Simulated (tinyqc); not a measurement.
Tamm state at the end of a one-band chain: one step. Levels of the finite chain. Three cases, with inputs chosen for the exercise.

Problem. Diagonalise; give the weight of each level on site 1.

Give: levels; weights on site 1.

Case 1.

H (eV):
$$\begin{pmatrix}
-5.93000 & -2.33000 & 0 & 0 & 0 & 0 & 0 & 0 \\
-2.33000 & 0 & -2.33000 & 0 & 0 & 0 & 0 & 0 \\
0 & -2.33000 & 0 & -2.33000 & 0 & 0 & 0 & 0 \\
0 & 0 & -2.33000 & 0 & -2.33000 & 0 & 0 & 0 \\
0 & 0 & 0 & -2.33000 & 0 & -2.33000 & 0 & 0 \\
0 & 0 & 0 & 0 & -2.33000 & 0 & -2.33000 & 0 \\
0 & 0 & 0 & 0 & 0 & -2.33000 & 0 & -2.33000 \\
0 & 0 & 0 & 0 & 0 & 0 & -2.33000 & 0
\end{pmatrix}$$

Solution.

levels (eV): [-6.8455, -4.2483, -3.1366, -1.5642, 0.2143, 1.9423, 3.3795, 4.3286]

weights on site 1: [0.8456, 0.0158, 0.0345, 0.0383, 0.0318, 0.0210, 0.0103, 0.0027]

The split-off level differs from the half-infinite value by +0.001 meV, the pull of the far end.

Case 2.

H (eV):
```
          1         2         3         4         5         6         7         8         9
1   2.48000  -1.02000         0         0         0         0         0         0         0
2  -1.02000         0  -1.02000         0         0         0         0         0         0
3         0  -1.02000         0  -1.02000         0         0         0         0         0
4         0         0  -1.02000         0  -1.02000         0         0         0         0
5         0         0         0  -1.02000         0  -1.02000         0         0         0
6         0         0         0         0  -1.02000         0  -1.02000         0         0
7         0         0         0         0         0  -1.02000         0  -1.02000         0
8         0         0         0         0         0         0  -1.02000         0  -1.02000
9         0         0         0         0         0         0         0  -1.02000         0
```

Solution.

levels (eV): [-1.9245, -1.5904, -1.0744, -0.4330, 0.2631, 0.9358, 1.5061, 1.8977, 2.8995]

weights on site 1: [0.0021, 0.0079, 0.0165, 0.0262, 0.0344, 0.0376, 0.0313, 0.0133, 0.8308]

The split-off level differs from the half-infinite value by 0.000 meV, the pull of the far end.

Case 3.

H (eV):
$$\begin{pmatrix}
-4.12000 & -1.54000 & 0 & 0 & 0 & 0 \\
-1.54000 & 0 & -1.54000 & 0 & 0 & 0 \\
0 & -1.54000 & 0 & -1.54000 & 0 & 0 \\
0 & 0 & -1.54000 & 0 & -1.54000 & 0 \\
0 & 0 & 0 & -1.54000 & 0 & -1.54000 \\
0 & 0 & 0 & 0 & -1.54000 & 0
\end{pmatrix}$$

Solution.

levels (eV): [-4.6956, -2.5907, -1.3672, 0.1796, 1.6528, 2.7012]

weights on site 1: [0.8603, 0.0283, 0.0465, 0.0384, 0.0208, 0.0057]

The split-off level differs from the half-infinite value by +0.023 meV, the pull of the far end.

Computed by tinyqc, one run a case: `OMP_NUM_THREADS=1 python tinyqc.py N N+1 out.jsonl` with N = 1452205, 1452291, 1452468; one thread of a shared Intel(R) Xeon(R) Processor @ 2.30GHz, about 0.01 s a run at most.
